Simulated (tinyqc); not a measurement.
# Changing the drive I/I_c0

Model: single-domain magnet: Stoner-Wohlfarth switching, Neel-Arrhenius retention, LLG dynamics and spin torque. Computed by tinyqc, a small Python program. Command: `OMP_NUM_THREADS=1 python tinyqc.py 3016933 3016934 out.jsonl macro sweep`. One thread of a shared host (Intel(R) Xeon(R) Processor @ 2.30GHz), about 0.02 s of CPU time with the checks.

The moment is uniform, with unit vector m; z is the easy axis. mu_0 = 1.25663706212e-6 T m/A, gamma = 1.76085963023e11 rad/(s T).

Inputs (values chosen for the exercise, for a model magnet): saturation magnetisation M_s = 910 kA/m; diameter d = 8 nm; aspect ratio p = 2.6; bulk anisotropy K_u = 260 kJ/m^3; exchange stiffness A = 22 pJ/m; temperature T = 398 K; attempt frequency f0 = 1 GHz; waiting time t_w = 3.15e+08 s; damping alpha = 0.015; spin-torque efficiency eta = 0.52.

Shape: prolate spheroid, easy axis along it.

Constants: k_B = 1.380649e-23 J/K; e = 1.602176634e-19 C; hbar = 1.054571817e-34 J s.

Method:
- N_z = [p ln(p + sqrt(p^2 - 1))/sqrt(p^2 - 1) - 1]/(p^2 - 1); V = pi d^3 p/6; K_eff = K_u + K_shape, K_shape = -(mu_0 M_s^2/4)(3 N_z - 1); mu_0 H_K = 2 K_eff/M_s.
- Delta = K_eff V/(k_B T); tau = exp(Delta)/f0; probability of a flip within t_w: P = 1 - exp(-t_w/tau). Wall width parameter sqrt(A/K_eff); a two-domain state costs 4 sqrt(A K_eff) times the cross-section that the wall cuts (pi d^2/4).
- For axial symmetry and a polariser along z: I_c0 = (4 e alpha/(hbar eta)) K_eff V; relaxation time tau_D = (1 + alpha^2)/(alpha gamma mu_0 H_K); thermal start angle theta_0 = 1/sqrt(2 Delta); switching time about tau_D ln(pi/(2 theta_0))/(I/I_c0 - 1); precession frequency gamma mu_0 H_K/(2 pi (1 + alpha^2)).
- The polar equation dm_z/dt = -(1 - m_z^2)(i - m_z)/tau_D, i = I/I_c0, integrates to t = tau_D [F(cos theta_0) - F(0)], F(z) = -ln(1 - z)/(2 (i - 1)) + ln(1 + z)/(2 (i + 1)) + ln(i - z)/(i^2 - 1), theta_0 = 1/sqrt(2 Delta).

One run for each value:
```
drive I/I_c0  time to m_z = 0 (ns)  switching time, estimate (ns)
1.1                          6.479                          11.44
1.5                          1.901                           2.29
2.0                          1.054                           1.14
2.6                          0.693                           0.72
3.4                          0.478                           0.48
4.4                          0.344                           0.34
5.8                          0.248                           0.24
7.6                          0.182                           0.17
10.0                         0.135                           0.13
```

Describe and explain the trends.

Over the rows, time to m_z = 0 (ns) falls from 6.48 to 0.135 (exponent d ln y / d ln x -4.0 between the first rows and -1.1 between the last); switching time, estimate (ns) falls from 11.4 to 0.127 (exponent d ln y / d ln x -5.2 between the first rows and -1.1 between the last). The estimate keeps the small-angle growth rate alpha (i - 1) all the way; near threshold the true rate rises as m_z falls, so the estimate is too long there. Within some 20 % of threshold thermal noise, left out here, sets the time.
